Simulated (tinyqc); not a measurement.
Rotating the field: cyclotron resonance of ellipsoidal valleys, Si type.

Valleys along [100], [010], [001] (each with its opposite partner), mass ml along the axis and mt across it. B lies in the (1-10) plane, b = (sin(theta)/sqrt2, sin(theta)/sqrt2, cos(theta)). For the angle phi between B and the axis, 1/mc^2 = cos^2(phi)/mt^2 + sin^2(phi)/(mt ml). Resonance: h nu = 2 muB B/mc, h = 2 pi hbar.

Inputs chosen for the exercise (out of a larger set: near those of Si; not measured data):
- ml = 0.926 m0 (longitudinal mass)
- mt = 0.192 m0 (transverse mass)
- ths = (0, 10, 25, 35, 55, 70, 90) degrees (angles)

mc against theta; [100] and [010] stay equal in this plane.

Cyclotron masses (m0):

| theta (degrees) | [100] | [001] |
|---|---|---|
| 0 | 0.4217 | 0.1920 |
| 10 | 0.4100 | 0.1943 |
| 25 | 0.3641 | 0.2072 |
| 55 | 0.2791 | 0.2806 |
| 70 | 0.2572 | 0.3505 |
| 90 | 0.2471 | 0.4217 |

Give the missing row, theta (degrees) = 35.

Computed row:
```
theta (degrees)   [100]   [001]
35               0.3304  0.2233
```

All valleys give one line at theta = 54.7 degrees, B along [111], with mc = 0.2796. The [001] pair goes from mt to sqrt(ml mt), a factor 2.20; the other four only fall from sqrt(ml mt) to 0.2471, since their angle to B never drops below 45 degrees.

Run: tinyqc, `OMP_NUM_THREADS=1 python tinyqc.py 1252048 1252049 out.jsonl`; Intel(R) Xeon(R) Processor @ 2.30GHz, one thread, shared host; about 0.01 s of CPU time with all checks.
